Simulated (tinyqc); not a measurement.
Electron continuity equation in a given potential, Scharfetter-Gummel discretisation: current and errors against the applied potential.

Steady state in one dimension: J = q mu n E + q D dn/dx with E = -dpsi/dx and D = mu Vt, dJ/dx = q (n/tau - G), fixed densities nL and nR at the ends. The potential is given, psi = U x/L - Ub exp(-((x/L - xb)/sb)^2), and is not changed by the electrons.

9 equal intervals. Fluxes J_i = (q D/h)(n_(i+1) P_i - n_i Q_i), d_i = (psi_(i+1) - psi_i)/Vt: Scharfetter-Gummel P = B(d), Q = B(-d), B(d) = d/(exp(d) - 1); central P = 1 - d/2, Q = 1 + d/2; upwind P = 1 + max(-d, 0), Q = 1 + max(d, 0). Balance at each inner node: J_i - J_(i-1) = q h (n_i/tau - G). The reference is Scharfetter-Gummel on 4000 intervals or more. Errors are those of J on the first interval against the reference at its midpoint; errors under 1e-6 % are printed as 0.

Inputs (values chosen for the exercise); mobility close to that of indium phosphide at room temperature:
- T = 300 K (temperature)
- mu = 4950 cm^2/(V s) (electron mobility)
- L = 0.2 um (length of the region)
- nL = 1.8e13 cm^-3 (density at x = 0)
- nR = 3.8e12 cm^-3 (density at x = L)
- tau = 4.1e-13 s (lifetime)
- G = 3.5e24 cm^-3 s^-1 (uniform generation rate)
- Ub = 0.2 V (depth of the dip in psi (a barrier for electrons))
- xb = 0.4 (position of the barrier over L)
- sb = 0.14 (width of the barrier over L)

Constants: q = 1.602176634e-19 C, kB = 1.380649e-23 J/K, Vt = kB T/q. Results are converted to the units shown.

Current and errors against the applied potential:

| U (V) | largest \|d\| | reference J (A/cm^2) | SG error (%) | central error (%) | upwind error (%) | most negative central n (cm^-3), 0 if none |
|---|---|---|---|---|---|---|
| 0.012 | 4.795 | -13.41 | -1.14 | -47.2 | 45.7 | -1.06e12 |
| 0.047 | 4.946 | -16.54 | -0.353 | -56.6 | 48.1 | -1.53e12 |
| 0.12 | 5.259 | -25.32 | 0.903 | -75.7 | 43.9 | -2.94e12 |
| 0.23 | 5.732 | -47.55 | 2.61 | -105 | 28.4 | -7.04e12 |
| 0.35 | 6.248 | -94.12 | 4.49 | -127 | 14.0 | -1.90e13 |
| 0.51 | 6.936 | -218.9 | 4.19 | 183 | -7.45 | -8.79e13 |
| 0.7 | 7.752 | -433.4 | -0.0938 | 77.3 | -22.7 | 0 |
| 1 | 9.042 | -698.6 | -1.35 | -11.4 | -19.7 | 0 |

Read the table: what changes, and by how much?

The reference current falls from -13.4 to -699 A/cm^2. The largest errors in size are 4.5 % (Scharfetter-Gummel), 180 % (central) and 48 % (upwind). Central differences give negative densities for U = 0.012, 0.047, 0.12, 0.23, 0.35, 0.51 V; these rows have |d| above 2, which makes negative values possible though not certain.

Range of the model: The drift velocity mu E exceeds 1e7 cm/s somewhere, where real mobilities no longer stay constant.

Computed by the program tinyqc: `OMP_NUM_THREADS=1 python tinyqc.py 2220004 2220005 out.jsonl`, one thread of a shared Intel Xeon 2.30GHz, about 0.01 s for the whole run.
